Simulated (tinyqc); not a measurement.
# Hot electrons in a saturated n-channel MOSFET, lucky-electron model: several studies

Beyond pinch-off the lateral field grows as Esat cosh(y/l) over the velocity-saturated region (pseudo-two-dimensional model). Impact ionisation in this region gives the substrate current, which biases the body forward through Rsub. Currents are per width. Local-field laws: they overstate ionisation when the field peak is narrower than an energy relaxation length.

Inputs (values chosen for the exercise); values close to those of silicon n-channel devices: channel length L = 0.35 um; oxide thickness tox = 7.4 nm; junction depth xj = 110 nm; threshold VT = 0.61 V; effective mobility mu = 260 cm^2/(V s); saturation velocity vs = 8.9e6 cm/s; ionisation prefactor Ai = 2e6 1/cm; ionisation field Bi = 1.76 MV/cm; resistance of the lightly doped drain Rd = 0 ohm um; substrate resistance Rsub = 18000 ohm um; fall of VT per volt of forward body bias kb = 0.36; lifetime exponent m = 2.8; lifetime constant Hl = 21000 s uA/um; drain voltage Vd = 2.4 V; gate voltage Vg = 1.3 V.

Constants: eps0 = 8.8541878128e-14 F/cm where lengths are in cm. Results are converted to the units shown.

Each table varies one quantity; the others keep the values above.

## Effect of the resistance of the lightly doped drain

Cox = 3.9 eps0/tox, l = sqrt(3 tox xj), Esat = 2 vs/mu. Overdrive g = Vg - VT + kb Vb; Vdsat = g Esat L/(g + Esat L); Id = Cox vs (g - Vdsat); dV = Vd - Id Rd - Vdsat; Em = sqrt((dV/l)^2 + Esat^2); Isub = Id (Ai/Bi) l Em exp(-Bi/Em). Vb = Rsub Isub is solved self-consistently. Lifetime tau = (Hl/Id)(Isub/Id)^(-m); 1 year = 3.15576e7 s.

Effect of the resistance of the lightly doped drain:
```
Rd (ohm um)  Id (uA/um)  Em (MV/cm)  Isub (uA/um)  Isub/Id  tau (years)
0                 65.58      0.3823         1.411  0.02151       0.4733
150               65.54      0.3804         1.370  0.02091       0.5127
300               65.50      0.3785         1.331  0.02032       0.5558
500               65.44      0.3759         1.279  0.01955       0.6196
800               65.36      0.3721         1.205  0.01844       0.7308
1200              65.26      0.3670         1.111  0.01703       0.9146
1600              65.17      0.3619         1.023  0.01570        1.150
```

As Rd goes from 0 to 1600 ohm um, Em falls from 0.382 to 0.362 MV/cm, Isub falls from 1.41 to 1.02 uA/um and tau rises from 0.473 to 1.15 years. From the first row to the last, log10(tau) changes by 0.39: 0.38 from (Isub/Id)^(-m), which holds Em and l, and under 0.005 from 1/Id. The price is 0.104 V dropped over Rd in the last row.

## Effect of the gate voltage

Same model as above.

Effect of the gate voltage:
```
Vg (V)  Id (uA/um)  Em (MV/cm)  Isub (uA/um)    Isub/Id  tau (years)
0.76        3.7364     0.46195       0.21469   0.057460      0.53021
0.96        19.013     0.42862       0.75371   0.039642      0.29460
1.17        45.193     0.39868        1.2243   0.027090      0.35991
1.38        79.487     0.37297        1.4858   0.018692      0.57830
1.58        118.17     0.35163        1.5640   0.013235       1.0227
1.78        161.68     0.33280        1.5257  0.0094367       1.9274
1.99        211.72     0.31524        1.4098  0.0066587       3.9072
2.19        262.92     0.30030        1.2630  0.0048038       7.8500
2.4         319.86     0.28617        1.0964  0.0034277       16.602
```

Read the table: what changes, and by how much?

As Vg goes from 0.76 to 2.4 V, Em falls from 0.462 to 0.286 MV/cm, Isub goes from 0.215 through a maximum of 1.56 (at Vg = 1.58 V among the rows listed) to 1.10 uA/um and tau goes from 0.530 through a minimum of 0.295 (at Vg = 0.96 V among the rows listed) to 16.6 years. Id grows with Vg while the rising Vdsat lowers the field, hence the bell shape; the peak row has Vg/Vd = 0.66.

## Effect of the drain voltage

Same model as above.

Effect of the drain voltage:
```
Vd (V)  Id (uA/um)  Em (MV/cm)  Isub (uA/um)   Isub/Id  tau (years)
1.5          64.09      0.2068       0.01497  2.336e-4      1.530e5
1.67         64.13      0.2395       0.05546  8.649e-4         3914
1.84         64.23      0.2726        0.1542  0.002401        224.0
2.01         64.44      0.3058        0.3505  0.005438        22.62
2.19         64.83      0.3411        0.7137   0.01101        3.123
2.36         65.41      0.3745         1.251   0.01913       0.6585
2.53         66.25      0.4078         2.025   0.03057       0.1751
2.7          67.39      0.4409         3.081   0.04572      0.05576
```

What does the table show?

As Vd goes from 1.5 to 2.7 V, Em rises from 0.207 to 0.441 MV/cm, Isub rises from 0.0150 to 3.08 uA/um and tau falls from 1.53e5 to 0.0558 years. The slope of ln(tau) against 1/Vd is 54.0 V between the first two rows and 46.0 V between the last two; ten years are last met at Vd = 2.01 V among the rows. For Vd = 1.5 to 1.67 V tau is a far extrapolation that only says that hot carriers are no limit.

Numbers from tinyqc (`OMP_NUM_THREADS=1 python tinyqc.py 2550072 2550073 out.jsonl`; about 0.01 s on one thread of a shared Intel Xeon 2.30GHz).
